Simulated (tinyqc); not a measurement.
Inside a calculation (part 3 of 3). Method: UHF in the 6-31g basis, for H4, spin multiplicity 3. Computed by tinyqc, a small Python program that keeps every step (integrals from PySCF). Command: `OMP_NUM_THREADS=1 python tinyqc.py 20087 20088 out.jsonl` (the two numbers bound the seeds that draw the settings). One thread of a shared host (Intel(R) Xeon(R) Processor @ 2.60GHz), about 0.2 s of CPU time with the checks.

Geometry (angstrom):
```
atom         x         y         z
H     0.000000  0.000000  0.000000
H     0.000000  0.000000  1.400000
H     0.000000  2.139000  0.000000
H     0.000000  2.139000  1.400000
```

## Iteration 2: diagonalisation and new density

F(alpha) (hartree):
```
           1H 1s      1H 2s      2H 1s      2H 2s      3H 1s      3H 2s      4H 1s      4H 2s
1H 1s   0.136279  -0.378469  -0.192246  -0.253084  -0.064071  -0.125494   0.035365  -0.025207
1H 2s  -0.378469  -0.287097  -0.298765  -0.295477  -0.148584  -0.175129  -0.019053  -0.095991
2H 1s  -0.192246  -0.298765  -0.106225  -0.536889   0.023620  -0.033950  -0.016241  -0.113123
2H 2s  -0.253084  -0.295477  -0.536889  -0.392212  -0.052762  -0.118503  -0.106763  -0.174363
3H 1s  -0.064071  -0.148584   0.023620  -0.052762   0.038682  -0.448343  -0.199123  -0.298069
3H 2s  -0.125494  -0.175129  -0.033950  -0.118503  -0.448343  -0.350286  -0.311031  -0.352414
4H 1s   0.035365  -0.019053  -0.016241  -0.106763  -0.199123  -0.311031  -0.099598  -0.528286
4H 2s  -0.025207  -0.095991  -0.113123  -0.174363  -0.298069  -0.352414  -0.528286  -0.444845
```

F(beta) (hartree):
```
           1H 1s      1H 2s      2H 1s      2H 2s      3H 1s      3H 2s      4H 1s      4H 2s
1H 1s   0.233424  -0.295408  -0.157913  -0.220326  -0.087968  -0.154422  -0.005665  -0.073132
1H 2s  -0.295408  -0.183069  -0.171763  -0.187031  -0.159483  -0.182983  -0.031755  -0.102505
2H 1s  -0.157913  -0.171763   0.453250  -0.129081  -0.040555  -0.077297  -0.011481  -0.067574
2H 2s  -0.220326  -0.187031  -0.129081  -0.048341  -0.098426  -0.134144  -0.051852  -0.081083
3H 1s  -0.087968  -0.159483  -0.040555  -0.098426   0.251325  -0.269452  -0.096965  -0.166337
3H 2s  -0.154422  -0.182983  -0.077297  -0.134144  -0.269452  -0.153656  -0.118273  -0.134091
4H 1s  -0.005665  -0.031755  -0.011481  -0.051852  -0.096965  -0.118273   0.316758  -0.146506
4H 2s  -0.073132  -0.102505  -0.067574  -0.081083  -0.166337  -0.134091  -0.146506  -0.037134
```

X:
```
               1          2          3          4          5          6          7         8
1H 1s  -0.527027  -0.544644   0.662898   0.653817   0.437626   0.378352   0.248903  0.167447
1H 2s   1.151534   0.826065  -0.632941  -0.426298   0.200290   0.249456   0.260683  0.256815
2H 1s   0.527027   0.544644   0.662898   0.653817  -0.437626  -0.378352   0.248903  0.167447
2H 2s  -1.151534  -0.826065  -0.632941  -0.426298  -0.200290  -0.249456   0.260683  0.256815
3H 1s   0.527027  -0.544644  -0.662898   0.653817  -0.437626   0.378352  -0.248903  0.167447
3H 2s  -1.151534   0.826065   0.632941  -0.426298  -0.200290   0.249456  -0.260683  0.256815
4H 1s  -0.527027   0.544644  -0.662898   0.653817   0.437626  -0.378352  -0.248903  0.167447
4H 2s   1.151534  -0.826065   0.632941  -0.426298   0.200290  -0.249456  -0.260683  0.256815
```

Diagonalise F' = X^T F X, C = X C', fill 3 alpha and 1 beta electrons from the bottom; D(s) = C_occ C_occ^T. Each column has its largest component positive (the first on a tie).

F' = X^T F X (alpha) (hartree):
```
           1          2          3          4          5          6          7          8
1   0.854066   0.020528  -0.028126   0.014087  -0.363225  -0.015924   0.006107  -0.008286
2   0.020528   0.818669   0.020357  -0.039447  -0.015152  -0.383273  -0.017211   0.006378
3  -0.028126   0.020357   1.040769   0.028680   0.036259   0.021697   0.106698  -0.009979
4   0.014087  -0.039447   0.028680   0.975753   0.005334   0.038869  -0.008985  -0.021985
5  -0.363225  -0.015152   0.036259   0.005334   0.136496   0.013762   0.115732   0.034766
6  -0.015924  -0.383273   0.021697   0.038869   0.013762  -0.166683   0.011271   0.058211
7   0.006107  -0.017211   0.106698  -0.008985   0.115732   0.011271  -0.474442   0.033088
8  -0.008286   0.006378  -0.009979  -0.021985   0.034766   0.058211   0.033088  -0.597426
```

orbital energies (alpha) (hartree): MO1 -0.616408, MO2 -0.501128, MO3 -0.288744, MO4 0.009384, MO5 0.893621, MO6 0.999117, MO7 1.009586, MO8 1.081773

coefficients C (alpha):
```
            MO1        MO2        MO3        MO4        MO5        MO6        MO7        MO8
1H 1s  0.089195   0.157613   0.174964   0.216777   0.036517   0.237870   0.631182  -1.139848
1H 2s  0.086484   0.192415   0.551931   0.742253  -0.070546  -0.603853  -0.470651   1.155774
2H 1s  0.167616   0.323159  -0.147677  -0.155001  -0.429126  -1.189631   0.002337  -0.297028
2H 2s  0.245388   0.474142  -0.410707  -0.540311   0.255264   1.412282   0.138731   0.049217
3H 1s  0.181808  -0.113169   0.220610  -0.212689   0.144340  -0.200923   1.119906   0.640939
3H 2s  0.228066  -0.146399   0.545352  -0.663480  -0.458096   0.407583  -1.013016  -0.783436
4H 1s  0.240382  -0.191199  -0.164719   0.176410  -1.207945   0.436225   0.186595   0.170672
4H 2s  0.399994  -0.324335  -0.475669   0.533592   1.235083  -0.721048   0.072264  -0.016723
```

F' = X^T F X (beta) (hartree):
```
           1          2          3          4          5          6          7          8
1   0.897558   0.027810  -0.008517   0.023156  -0.372516  -0.004543   0.003431   0.015717
2   0.027810   0.889340   0.025939  -0.008291  -0.017035  -0.363540   0.012972  -0.011550
3  -0.008517   0.025939   1.104168   0.035774  -0.004708  -0.026278   0.169129   0.007453
4   0.023156  -0.008291   0.035774   1.062201  -0.036025  -0.009270   0.016827   0.060476
5  -0.372516  -0.017035  -0.004708  -0.036025   0.367415   0.061700  -0.034618   0.001724
6  -0.004543  -0.363540  -0.026278  -0.009270   0.061700   0.187894  -0.045544  -0.132943
7   0.003431   0.012972   0.169129   0.016827  -0.034618  -0.045544  -0.044310  -0.023052
8   0.015717  -0.011550   0.007453   0.060476   0.001724  -0.132943  -0.023052  -0.315418
```

orbital energies (beta) (hartree): MO1 -0.364753, MO2 -0.071883, MO3 0.059619, MO4 0.194551, MO5 0.994492, MO6 1.058636, MO7 1.109799, MO8 1.168385

coefficients C (beta):
```
            MO1        MO2        MO3        MO4        MO5        MO6        MO7        MO8
1H 1s  0.210426   0.171937  -0.007370  -0.161290   0.034060   0.905870  -0.927241   0.290717
1H 2s  0.416498   0.401704  -0.129576  -0.786367   0.015395  -0.772187   1.122175  -0.034980
2H 1s  0.092097   0.082033   0.092701   0.154886  -0.183638  -0.009878   0.345041   1.290463
2H 2s  0.175171   0.200291   0.381254   0.954979  -0.044676   0.216018  -0.553050  -1.159460
3H 1s  0.177906  -0.175198  -0.151812   0.085077   0.230240   0.917263   0.911921  -0.217603
3H 2s  0.405719  -0.386797  -0.681023   0.424683  -0.537717  -0.714106  -1.023183   0.150507
4H 1s  0.048144  -0.174758   0.210531  -0.125419  -1.284101   0.217197   0.100256  -0.258670
4H 2s  0.035342  -0.367805   0.767418  -0.480400   1.300066  -0.031614   0.199607   0.373837
```

D(alpha) after iteration 2:
```
           1H 1s      1H 2s      2H 1s      2H 2s      3H 1s      3H 2s      4H 1s      4H 2s
1H 1s   0.063410   0.134609   0.040046   0.024759   0.036978   0.092685  -0.037515  -0.098667
1H 2s   0.134609   0.349131  -0.004831  -0.114228   0.115710   0.292551  -0.106914  -0.290350
2H 1s   0.040046  -0.004831   0.154335   0.255006  -0.038676  -0.089618   0.002829   0.032479
2H 2s   0.024759  -0.114228   0.255006   0.453707  -0.099651  -0.237429   0.035983   0.139734
3H 1s   0.036978   0.115710  -0.038676  -0.099651   0.094530   0.178342   0.029002   0.004490
3H 2s   0.092685   0.292551  -0.089618  -0.237429   0.178342   0.370855  -0.007016  -0.120699
4H 1s  -0.037515  -0.106914   0.002829   0.035983   0.029002  -0.007016   0.121473   0.236515
4H 2s  -0.098667  -0.290350   0.032479   0.139734   0.004490  -0.120699   0.236515   0.491450
```

D(beta) after iteration 2:
```
          1H 1s     1H 2s     2H 1s     2H 2s     3H 1s     3H 2s     4H 1s     4H 2s
1H 1s  0.044279  0.087642  0.019380  0.036860  0.037436  0.085374  0.010131  0.007437
1H 2s  0.087642  0.173470  0.038358  0.072958  0.074098  0.168981  0.020052  0.014720
2H 1s  0.019380  0.038358  0.008482  0.016133  0.016385  0.037365  0.004434  0.003255
2H 2s  0.036860  0.072958  0.016133  0.030685  0.031164  0.071070  0.008433  0.006191
3H 1s  0.037436  0.074098  0.016385  0.031164  0.031651  0.072180  0.008565  0.006288
3H 2s  0.085374  0.168981  0.037365  0.071070  0.072180  0.164608  0.019533  0.014339
4H 1s  0.010131  0.020052  0.004434  0.008433  0.008565  0.019533  0.002318  0.001701
4H 2s  0.007437  0.014720  0.003255  0.006191  0.006288  0.014339  0.001701  0.001249
```

## Iteration 49 (converged): orbitals

converged F(alpha) (hartree):
```
           1H 1s      1H 2s      2H 1s      2H 2s      3H 1s      3H 2s      4H 1s      4H 2s
1H 1s   0.373211  -0.194574  -0.213775  -0.224956  -0.030037  -0.076845   0.007441  -0.040711
1H 2s  -0.194574  -0.136774  -0.328997  -0.282755  -0.127965  -0.137373  -0.041973  -0.105102
2H 1s  -0.213775  -0.328997  -0.073223  -0.521080   0.004680  -0.053096  -0.015598  -0.106077
2H 2s  -0.224956  -0.282755  -0.521080  -0.374408  -0.049667  -0.108270  -0.111885  -0.156340
3H 1s  -0.030037  -0.127965   0.004680  -0.049667  -0.180340  -0.580157  -0.159812  -0.291413
3H 2s  -0.076845  -0.137373  -0.053096  -0.108270  -0.580157  -0.425654  -0.291787  -0.331663
4H 1s   0.007441  -0.041973  -0.015598  -0.111885  -0.159812  -0.291787  -0.189402  -0.583516
4H 2s  -0.040711  -0.105102  -0.106077  -0.156340  -0.291413  -0.331663  -0.583516  -0.430594
```

converged F(beta) (hartree):
```
           1H 1s      1H 2s      2H 1s      2H 2s      3H 1s      3H 2s      4H 1s      4H 2s
1H 1s  -0.053787  -0.510226  -0.209833  -0.326122  -0.032080  -0.128024  -0.014341  -0.076975
1H 2s  -0.510226  -0.359525  -0.220805  -0.275149  -0.065563  -0.117736  -0.037962  -0.090875
2H 1s  -0.209833  -0.220805   0.391594  -0.178859  -0.010802  -0.055061  -0.016601  -0.067843
2H 2s  -0.326122  -0.275149  -0.178859  -0.111268  -0.039381  -0.088003  -0.050865  -0.069133
3H 1s  -0.032080  -0.065563  -0.010802  -0.039381   0.504104  -0.057466  -0.082820  -0.082778
3H 2s  -0.128024  -0.117736  -0.055061  -0.088003  -0.057466   0.048763  -0.080860  -0.039453
4H 1s  -0.014341  -0.037962  -0.016601  -0.050865  -0.082820  -0.080860   0.512329  -0.049330
4H 2s  -0.076975  -0.090875  -0.067843  -0.069133  -0.082778  -0.039453  -0.049330   0.063893
```

As before.

F' = X^T F X (alpha) (hartree):
```
           1          2          3          4          5          6          7          8
1   0.862305   0.024790  -0.013826  -0.013119  -0.378911   0.009839   0.002870   0.002439
2   0.024790   0.843838  -0.015673  -0.019389  -0.010930  -0.350519  -0.010798  -0.010283
3  -0.013826  -0.015673   1.057551   0.037800   0.028034   0.026487   0.100546   0.036166
4  -0.013119  -0.019389   0.037800   0.986562   0.039928   0.040931   0.057769  -0.051389
5  -0.378911  -0.010930   0.028034   0.039928   0.064244   0.220540   0.121772   0.106583
6   0.009839  -0.350519   0.026487   0.040931   0.220540  -0.123081   0.106230   0.098700
7   0.002870  -0.010798   0.100546   0.057769   0.121772   0.106230  -0.466489   0.105515
8   0.002439  -0.010283   0.036166  -0.051389   0.106583   0.098700   0.105515  -0.574651
```

orbital energies (alpha) (hartree): MO1 -0.645727, MO2 -0.485642, MO3 -0.372826, MO4 0.111471, MO5 0.929728, MO6 0.967885, MO7 1.018848, MO8 1.126540

coefficients C (alpha):
```
            MO1        MO2        MO3        MO4        MO5        MO6        MO7        MO8
1H 1s  0.035912   0.106717  -0.042271   0.214459   0.109491   0.159297   0.252294   1.305561
1H 2s  0.031611   0.130551  -0.088673   1.017024  -0.056608   0.168834  -0.479084  -1.227003
2H 1s  0.096203   0.363600  -0.032386  -0.152906  -0.475602   0.606356  -1.033716   0.194007
2H 2s  0.120600   0.588750  -0.051681  -0.658327   0.326236  -0.587408   1.254075   0.074799
3H 1s  0.282129  -0.136080  -0.310156  -0.090035   0.645463   1.043115   0.278710  -0.284877
3H 2s  0.326156  -0.203270  -0.684472  -0.224581  -0.954615  -1.023778  -0.020474   0.447825
4H 1s  0.294488  -0.068945   0.330284   0.052368  -0.965134   0.428024   0.729585  -0.125196
4H 2s  0.343070  -0.083032   0.712974   0.165436   1.167597  -0.077199  -0.891986   0.042864
```

F' = X^T F X (beta) (hartree):
```
           1          2          3          4          5          6          7          8
1   0.911073  -0.021774   0.014567   0.012963  -0.384980   0.005973   0.001641  -0.002335
2  -0.021774   0.904818   0.015774   0.019720   0.020786  -0.370667   0.010205   0.004659
3   0.014567   0.015774   1.126651  -0.033999  -0.029000  -0.026082   0.178414  -0.031159
4   0.012963   0.019720  -0.033999   1.083780  -0.040327  -0.039916  -0.059578   0.060426
5  -0.384980   0.020786  -0.029000  -0.040327   0.395071  -0.113534  -0.103484  -0.106738
6   0.005973  -0.370667  -0.026082  -0.039916  -0.113534   0.251249  -0.106060  -0.118606
7   0.001641   0.010205   0.178414  -0.059578  -0.103484  -0.106060  -0.088395  -0.216078
8  -0.002335   0.004659  -0.031159   0.060426  -0.106738  -0.118606  -0.216078  -0.270373
```

orbital energies (beta) (hartree): MO1 -0.492904, MO2 0.018810, MO3 0.101937, MO4 0.239203, MO5 0.998333, MO6 1.114007, MO7 1.151934, MO8 1.182555

coefficients C (beta):
```
            MO1        MO2        MO3        MO4        MO5        MO6        MO7        MO8
1H 1s  0.365586  -0.101626  -0.111319   0.086777  -1.271259   0.113008   0.179183  -0.202685
1H 2s  0.586806  -0.256409  -0.529236   0.349156   1.340027   0.119850  -0.431575   0.136493
2H 1s  0.111893   0.011474   0.197141  -0.088142   0.126176   1.155878  -0.304193  -0.601805
2H 2s  0.136883   0.110227   0.907641  -0.473355  -0.429407  -0.972218   0.455381   0.641308
3H 1s  0.022261   0.145541  -0.075601  -0.123648  -0.212196   0.062530  -1.144461   0.681581
3H 2s  0.033766   0.449274  -0.366088  -0.907333  -0.034892   0.052212   1.218848  -0.420972
4H 1s  0.014559   0.152393   0.009943   0.137654  -0.007687   0.635107   0.608613   1.024524
4H 2s  0.024029   0.482554   0.146331   0.956266   0.040317  -0.400166  -0.851723  -0.877797
```

D(alpha) after iteration 49:
```
           1H 1s      1H 2s      2H 1s      2H 2s      3H 1s      3H 2s      4H 1s      4H 2s
1H 1s   0.014465   0.018816   0.043626   0.069345   0.008720   0.018954  -0.010743  -0.026678
1H 2s   0.018816   0.025906   0.053381   0.085257   0.018656   0.044467  -0.028979  -0.063217
2H 1s   0.043626   0.053381   0.142509   0.227346  -0.012292  -0.020364  -0.007435  -0.020277
2H 2s   0.069345   0.085257   0.227346   0.363842  -0.030063  -0.044966  -0.022145  -0.044358
3H 1s   0.008720   0.018656  -0.012292  -0.030063   0.194311   0.331972  -0.009974  -0.113044
3H 2s   0.018954   0.044467  -0.020364  -0.044966   0.331972   0.616199  -0.116006  -0.359238
4H 1s  -0.010743  -0.028979  -0.007435  -0.022145  -0.009974  -0.116006   0.200564   0.342238
4H 2s  -0.026678  -0.063217  -0.020277  -0.044358  -0.113044  -0.359238   0.342238   0.632923
```

D(beta) after iteration 49:
```
          1H 1s     1H 2s     2H 1s     2H 2s     3H 1s     3H 2s     4H 1s     4H 2s
1H 1s  0.133653  0.214528  0.040907  0.050043  0.008138  0.012345  0.005323  0.008785
1H 2s  0.214528  0.344342  0.065660  0.080324  0.013063  0.019814  0.008543  0.014100
2H 1s  0.040907  0.065660  0.012520  0.015316  0.002491  0.003778  0.001629  0.002689
2H 2s  0.050043  0.080324  0.015316  0.018737  0.003047  0.004622  0.001993  0.003289
3H 1s  0.008138  0.013063  0.002491  0.003047  0.000496  0.000752  0.000324  0.000535
3H 2s  0.012345  0.019814  0.003778  0.004622  0.000752  0.001140  0.000492  0.000811
4H 1s  0.005323  0.008543  0.001629  0.001993  0.000324  0.000492  0.000212  0.000350
4H 2s  0.008785  0.014100  0.002689  0.003289  0.000535  0.000811  0.000350  0.000577
```

## Convergence

Stop when the energy changes by less than 1e-09 hartree and every element of the error matrix X^T (F D S - S D F) X (for each spin) is below 9e-06.

Course of the cycle:
```
iteration  E (hartree)     change  largest element of the error matrix
1          -0.21281082          -                             3.38e-01
2          -1.81653583  -1.60e+00                             1.14e-01
3          -1.90283985  -8.63e-02                             3.75e-02
4          -1.91439730  -1.16e-02                             1.90e-02
5          -1.92118453  -6.79e-03                             2.31e-02
6          -1.93047365  -9.29e-03                             3.06e-02
7          -1.94260447  -1.21e-02                             3.39e-02
8          -1.95454992  -1.19e-02                             3.07e-02
9          -1.96289616  -8.35e-03                             2.31e-02
10         -1.96731555  -4.42e-03                             1.52e-02
11         -1.96939830  -2.08e-03                             9.20e-03
12         -1.97047234  -1.07e-03                             5.80e-03
13         -1.97116408  -6.92e-04                             5.34e-03
14         -1.97169626  -5.32e-04                             5.03e-03
...                ...        ...                                  ...
36         -1.97362006  -2.06e-07                             9.42e-05
37         -1.97362019  -1.33e-07                             7.57e-05
38         -1.97362028  -8.58e-08                             6.08e-05
39         -1.97362034  -5.53e-08                             4.88e-05
40         -1.97362037  -3.56e-08                             3.92e-05
41         -1.97362039  -2.29e-08                             3.14e-05
42         -1.97362041  -1.48e-08                             2.52e-05
43         -1.97362042  -9.51e-09                             2.02e-05
44         -1.97362042  -6.12e-09                             1.62e-05
45         -1.97362043  -3.94e-09                             1.30e-05
46         -1.97362043  -2.53e-09                             1.04e-05
47         -1.97362043  -1.63e-09                             8.37e-06
48         -1.97362043  -1.05e-09                             6.71e-06
49         -1.97362043  -6.74e-10                             5.38e-06
```

PySCF UHF in the same basis, after a stability check = -1.97362044 hartree

Converged in 49 iterations.

## Populations, bond orders and dipole

overlap S:
```
          1H 1s     1H 2s     2H 1s     2H 2s     3H 1s     3H 2s     4H 1s     4H 2s
1H 1s  1.000000  0.658292  0.077409  0.262554  0.003599  0.077303  0.000379  0.030995
1H 2s  0.658292  1.000000  0.262554  0.568693  0.077303  0.267793  0.030995  0.152292
2H 1s  0.077409  0.262554  1.000000  0.658292  0.000379  0.030995  0.003599  0.077303
2H 2s  0.262554  0.568693  0.658292  1.000000  0.030995  0.152292  0.077303  0.267793
3H 1s  0.003599  0.077303  0.000379  0.030995  1.000000  0.658292  0.077409  0.262554
3H 2s  0.077303  0.267793  0.030995  0.152292  0.658292  1.000000  0.262554  0.568693
4H 1s  0.000379  0.030995  0.003599  0.077303  0.077409  0.262554  1.000000  0.658292
4H 2s  0.030995  0.152292  0.077303  0.267793  0.262554  0.568693  0.658292  1.000000
```

Mulliken: Z minus the diagonal of D S on the atom; Loewdin: the same with S^(1/2) D S^(1/2); Mayer order: 2 sum_s sum (D(s) S)_ij (D(s) S)_ji over the two atoms.

Charges (e):
```
atom   Mulliken    Loewdin  Mulliken spin
1H    -0.002368  -0.000880      -0.696932
2H     0.001034   0.000969       0.733343
3H    -0.000401   0.000008       0.977207
4H     0.001735  -0.000097       0.986383
```

Mayer bond orders:
```
pair      order
2-1    0.454616
3-1    0.042085
3-2    0.003005
4-1    0.017326
4-2   -0.000839
4-3   -0.074196
```

dipole moment about the origin, x y z (debye): 0.000000  0.017315  0.021313

<S^2> of the determinant (pure state: 2) = 2.391857
